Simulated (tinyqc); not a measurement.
Undoped symmetric double-gate MOSFET, analytic potential model: effect of the body thickness.

An undoped body of thickness ts between two equal insulators and tied gates; long channel, electrons only, n = ni exp((psi - V)/Vt) with V the quasi-Fermi potential (0 at the source, Vd at the drain), constant mobility, no quantisation. Across the body psi(x) = V - 2 Vt ln[(ts/(2 beta)) sqrt(q ni/(2 eps0 eps_r Vt)) cos(2 beta x/ts)], x from the centre. Q is the electron charge per area of the whole body.

ni = sqrt(Nc Nv) exp(-Eg/(2 Vt)), Eg in volts; r = eps_r tox/(eox ts); V0 = dphi + 2 Vt ln[(2/ts) sqrt(2 eps0 eps_r Vt/(q ni))]. beta (between 0 and pi/2) solves (Vg - V0 - V)/(2 Vt) = ln(beta) - ln(cos beta) + 2 r beta tan(beta). Q = 8 eps0 eps_r Vt beta tan(beta)/ts; I = mu (1/L)(4 eps0 eps_r/ts)(2 Vt)^2 [g(beta_s) - g(beta_d)] per width, g = beta tan(beta) - beta^2/2 + r beta^2 tan^2(beta), with beta_s at V = 0 and beta_d at V = Vd.  I(low) is taken at Vg = 0.36 V, Qs and I(high) at Vg = 1.11 V.

Parameters, values chosen for the exercise; material values close to those of silicon: temperature T = 300 K; band gap Eg = 1.14 eV; relative permittivity of the semiconductor eps_r = 11.6; conduction-band density of states at T Nc = 2.82e19 cm^-3; valence-band density of states at T Nv = 2.64e19 cm^-3; relative permittivity of the gate insulator eox = 20.9; insulator thickness tox = 9.4 nm; gate work function less that of the intrinsic body dphi = 0.17 V; channel mobility mu = 350 cm^2/(V s); gate length L = 0.1 um; drain voltage Vd = 1 V.

Constants: q = 1.602176634e-19 C, kB = 1.380649e-23 J/K, Vt = kB T/q, eps0 = 8.8541878128e-14 F/cm where lengths are in cm. Results are converted to the units shown.

Result of one run:
```
V0 (V),I(low) (nA/um),Qs(high) (nC/cm^2),I(high) (uA/um)
0.6375,0.2616,1382,1074
```

Which body thickness ts gave this result: 8.3, 12, 16 or 45 nm?

ts = 16 nm.

The whole series:
```
ts (nm),V0 (V),I(low) (nA/um),Qs(high) (nC/cm^2),I(high) (uA/um)
8.3,0.6714,0.1357,1378,1052
12,0.6524,0.1962,1380,1066
16,0.6375,0.2616,1382,1074
23,0.6188,0.3760,1382,1081
32,0.6017,0.5231,1383,1087
45,0.5840,0.7356,1383,1091
62,0.5675,1.013,1383,1093
```

As ts goes from 8.3 to 62 nm, I(low) rises from 0.136 to 1.01 nA/um and I(high) rises from 1050 to 1090 uA/um. On average I(low) goes as ts^(1.00) and I(high) goes as ts^(0.02). Below threshold the charge is proportional to the cross-section of the body; above it the insulator sets the charge. In every row the surface density at the source at the higher gate voltage passes 0.3 Nc, where Boltzmann statistics fail. In every row mu V/L at the higher gate voltage, with V the smaller of Vd and Vg - V0, passes 3e6 cm/s, so velocity saturation would lower the current. For ts = 23 to 62 nm L is under three scale lengths of this cross-section, so short-channel effects, left out here, would raise the subthreshold current.

Program tinyqc, `OMP_NUM_THREADS=1 python tinyqc.py 2440095 2440096 out.jsonl`; Intel Xeon 2.30GHz, shared host, one thread, about 0.01 s.
